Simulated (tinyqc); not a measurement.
# Resistance of a source-drain extension with a graded tip: effects of single changes

y runs along the channel, the gate covers y > 0. The doping is N0 for y < y0 and N0 10^(-(y - y0)/la) beyond, uniform over the depth xj. Sheet conductance s(y) = q mu(N) max(N - Nch, 0) xj + (for y > 0) ma Cox Vo, with mu(N) = u0 + (u1 - u0)/(1 + (N/Nr)^au) and Cox = eps0 eox/tox. Current is taken as one-dimensional; depletion of the tip, spreading and the contact are left out. The metallurgical junction lies at yj, where N = Nch.

Parameters, values chosen for the exercise; mobility law close to that of electrons in silicon:
- eox = 21.9 (relative permittivity of the gate insulator (close to hafnium oxide))
- tox = 11 nm (insulator thickness)
- N0 = 1e20 cm^-3 (active doping of the extension far from the gate)
- la = 2.7 nm/decade (lateral abruptness)
- y0 = 3.4 nm (position under the gate where the fall begins (gate edge at 0))
- xj = 8 nm (depth of the extension)
- Nch = 2.7e18 cm^-3 (channel doping)
- Ls = 8 nm (spacer length)
- Vo = 0.9 V (gate overdrive)
- ma = 100 cm^2/(V s) (mobility of the gate-induced layer)
- u1 = 1414 cm^2/(V s) (mobility at low doping)
- u0 = 68.5 cm^2/(V s) (mobility at high doping)
- Nr = 9.2e16 cm^-3 (reference doping)
- au = 0.711 (exponent)
- Lg = 40 nm (gate length)

Constants: q = 1.602176634e-19 C, eps0 = 8.8541878128e-14 F/cm where lengths are in cm. Results are converted to the units shown.

Each table varies one quantity; the others keep the values above.

## Abruptness at a fixed junction position

R_spacer = integral of dy/s from -Ls to 0, R_ov from 0 to yj, R_channel = (Lg - 2 yj)/(ma Cox Vo), R_total = 2 R_spacer + 2 R_ov + R_channel. Electrical length L_eff = ma Cox dR_total/d(1/Vo); R_series = R_total - L_eff/(ma Cox Vo). y0 is moved with la so that yj stays at 7.6353 nm.

The same in every row: yj (nm) = 7.635; R_channel (ohm um) = 155.9.

Abruptness at a fixed junction position:
```
la (nm/decade),R_spacer (ohm um),R_ov (ohm um),R_total (ohm um),L_eff (nm),R_series (ohm um)
1,8.248,10.33,193.0,25.95,29.45
2.1,8.248,14.24,200.9,26.96,30.91
3.3,8.248,18.51,209.4,28.07,32.50
4.4,8.248,22.43,217.2,29.08,33.96
5.5,8.477,26.18,225.2,30.07,35.65
6.7,10.16,29.37,234.9,31.04,39.27
7.8,13.06,31.59,245.2,31.81,44.71
8.9,17.14,33.34,256.8,32.46,52.23
```

What does the table show?

As la goes from 1 to 8.9 nm/decade, R_total rises from 193 to 257 ohm um, R_spacer rises from 8.25 to 17.1 ohm um and R_ov rises from 10.3 to 33.3 ohm um. R_total changes on average by 8.08 ohm um for each nm/decade. L_eff exceeds the metallurgical length by 1.22 nm in the first row and 7.73 nm in the last, since the gate also controls the lightly doped tips.

## Effect of the gate overdrive

Same model as above.

The same in every row: yj (nm) = 7.635; R_spacer (ohm um) = 8.248.

Effect of the gate overdrive:
```
Vo (V),R_ov (ohm um),R_channel (ohm um),R_total (ohm um),L_eff (nm),R_series (ohm um)
0.15,37.34,935.2,1026,25.49,62.36
0.3,28.03,467.6,540.2,26.04,47.73
0.45,23.26,311.7,374.8,26.49,40.84
0.6,20.21,233.8,290.7,26.87,36.66
0.75,18.03,187.0,239.6,27.21,33.81
0.9,16.38,155.9,205.1,27.51,31.70
1.05,15.06,133.6,180.2,27.79,30.08
1.2,13.99,116.9,161.4,28.05,28.77
```

What does the table show?

As Vo goes from 0.15 to 1.2, R_total falls from 1030 to 161 ohm um, L_eff rises from 25.5 to 28.0 nm and R_series falls from 62.4 to 28.8 ohm um. Both extracted quantities depend on the overdrive at which they are taken.

Computed by the program tinyqc: `OMP_NUM_THREADS=1 python tinyqc.py 2282183 2282184 out.jsonl`, one thread of a shared Intel Xeon 2.30GHz, about 0.03 s for the whole run.
